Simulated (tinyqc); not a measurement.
## Gate work function from the charge

Question. For an undoped double gate, Q = 8 eps0 eps_r Vt beta tan(beta)/ts with 0 < beta < pi/2, and at the source (Vg - dphi)/(2 Vt) - ln[(2/ts) sqrt(2 eps0 eps_r Vt/(q ni))] = ln(beta) - ln(cos beta) + 2 r beta tan(beta), r = eps_r tox/(eox ts). Find beta and dphi.

Inputs (values chosen for the exercise); material values close to those of germanium:
```
symbol,value,unit,meaning
T,400,K,temperature
eps_r,16.3,,relative permittivity of the semiconductor
eox,21.6,,relative permittivity of the gate insulator
tox,6.5,nm,insulator thickness
ts,15,nm,body thickness
Vg,0.25,V,gate voltage
```

Constants: q = 1.602176634e-19 C, kB = 1.380649e-23 J/K, Vt = kB T/q, eps0 = 8.8541878128e-14 F/cm where lengths are in cm. Results are converted to the units shown.

Qs = 7.3177082 nC/cm^2
ni = 7.4003953e14 cm^-3

Answer. beta tan(beta) rises from 0 without bound on the interval, so the charge fixes beta; the second relation is then explicit in dphi.

beta = 0.165
dphi = 0.120 V

Computed by the program tinyqc: `OMP_NUM_THREADS=1 python tinyqc.py 2440077 2440078 out.jsonl`, one thread of a shared Intel Xeon 2.30GHz, about 0.01 s for the whole run.
